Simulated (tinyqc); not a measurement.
Perpendicular magnetic tunnel junction: magnetoresistance, thermal stability and spin-torque switching: one step of the calculation.

A circular free layer treated as one macrospin with its easy axis out of plane. mu0 = 1.25663706212e-6 H/m, gyromagnetic ratio q/m0 (g = 2). Magnetic parameters are taken as given at T.

Task. Retention of the array. A bit flips thermally at the rate exp(-Delta)/t0; the chance that any of N bits flips in ten years (3.15576e8 s) is 1 - exp[-N (time/t0) exp(-Delta)]. The Delta needed for a chance of 1e-4 follows by inversion.

Parameters, values chosen for the exercise: attempt time t0 = 1 ns; bits N = 1.07e9.

Delta = 80.026537

Give: mean life of one bit; expected flips in ten years; Delta needed.

Result.

mean life of one bit = 1.803e18 years
expected flips in ten years = 5.935e-9
Delta needed = 70.29

Delta exceeds the need by 9.73.

tinyqc, about 0.01 s, one thread, Intel Xeon 2.30GHz (shared host): `OMP_NUM_THREADS=1 python tinyqc.py 2450020 2450021 out.jsonl`
